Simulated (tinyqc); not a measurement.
# MESFET, gradual channel with velocity saturation, step by step

tinyqc, about 0.06 s, one thread, Intel Xeon 2.30GHz (shared host): `OMP_NUM_THREADS=1 python tinyqc.py 2500118 2500119 out.jsonl` Printed values are rounded.

A uniformly doped n-type channel, depleted from the top by a Schottky gate; at channel potential V the depleted share of a is u = sqrt((Vbi - Vg + V)/Vp), s at the source. Electrons drift with v = mu E/(1 + mu E/vsat). Abrupt depletion edge, no series resistance, source at 0.

Inputs (values chosen for the exercise); material values close to those of gallium arsenide:
```
symbol,value,unit,meaning
T,325,K,temperature
eps_r,13,,relative permittivity of the semiconductor
Nc,5.03e17,cm^-3,conduction-band density of states at T
Nd,3.9e16,cm^-3,donor density of the channel
a,210,nm,channel thickness
mu,4200,cm^2/(V s),low-field mobility at this doping
vsat,1.2e7,cm/s,saturation velocity
L,5,um,gate length
W,100,um,gate width
phiB,0.61,V,Schottky barrier
Vg,0,V,gate voltage
Vd,0.28,V,drain voltage
```

Constants: q = 1.602176634e-19 C, kB = 1.380649e-23 J/K, Vt = kB T/q, eps0 = 8.8541878128e-14 F/cm where lengths are in cm. Results are converted to the units shown.

## Built-in and pinch-off voltages

Vbi = phiB - Vt ln(Nc/Nd); Vp = q Nd a^2/(2 eps0 eps_r); G0 = q mu Nd a W/L; Z = mu Vp/(vsat L); s = sqrt((Vbi - Vg)/Vp). VT = Vbi - Vp.

Vbi = 0.538387 V
Vp = 1.19699 V
VT = -0.658606 V
G0 = 11.0223 mS
Z = 0.837895
s = 0.670659

Z = 0.838: velocity saturation matters.

## Current below saturation

u = sqrt((Vbi - Vg + Vd)/Vp). I = (G0 Vp/3) F/(1 + Z (u^2 - s^2)), F = 3 (u^2 - s^2) - 2 (u^3 - s^3), with u at V = Vd; Z = 0 gives constant mobility, for which u stops at 1.

u = 0.826863
F = 0.174404
I for Z = 0 = 0.767007 mA
I = 0.641310 mA

The falling mobility lowers the current by 16.4 %.

## Iteration 1: the saturation point by Newton steps

u at the start = 0.84

a is the channel (half-)thickness, Vp its pinch-off voltage and Z = mu Vp/(vsat L); an iterate with u > 1 is an overshoot, not a physical state. f = (1 - u)(1 + Z (u^2 - s^2)) - Z F/3, F = 3 (u^2 - s^2) - 2 (u^3 - s^3); f' = -(1 + Z (u^2 - s^2)); u(new) = u - f/f'.

f = 0.142529
f' = -1.21435
u after iteration 1 = 0.957371

## Iteration 2: the saturation point by Newton steps

As before.

f = -0.0101475
f' = -1.39111
u after iteration 2 = 0.950076

## Course of the iteration: the saturation point by Newton steps

Stop when u changes by less than 1e-10, or after 60 iterations.

Course of the iteration:

| iteration | u | \|change\| |
|---|---|---|
| 1 | 0.957371 | 0.117 |
| 2 | 0.950076 | 7.29e-3 |
| 3 | 0.950046 | 3.09e-5 |
| 4 | 0.950046 | 5.50e-10 |
| 5 | 0.950046 | < 1e-13 |

Converged in 5 iterations. At the end the number of correct digits about doubles with each step.

## Saturation voltage, current and transconductance

um = 0.950046

Vdsat = Vp (um^2 - s^2); Isat = (G0 Vp/Z)(1 - um), which is q Nd vsat a W (1 - um); gm = G0 (um - s)/(1 + Z (um^2 - s^2)). For Z = 0: Vdsat = Vp (1 - s^2), Isat = (G0 Vp/3)(1 - 3 s^2 + 2 s^3), gm = G0 (1 - s).

Vdsat = 0.542003 V
Isat = 0.786592 mA
gm = 2.23249 mS
Vdsat for Z = 0 = 0.658606 V
Isat for Z = 0 = 1.11685 mA
gm for Z = 0 = 3.63011 mS

The current saturates with 5.00 % of the channel still open at the drain, at 0.704 of the constant-mobility current.
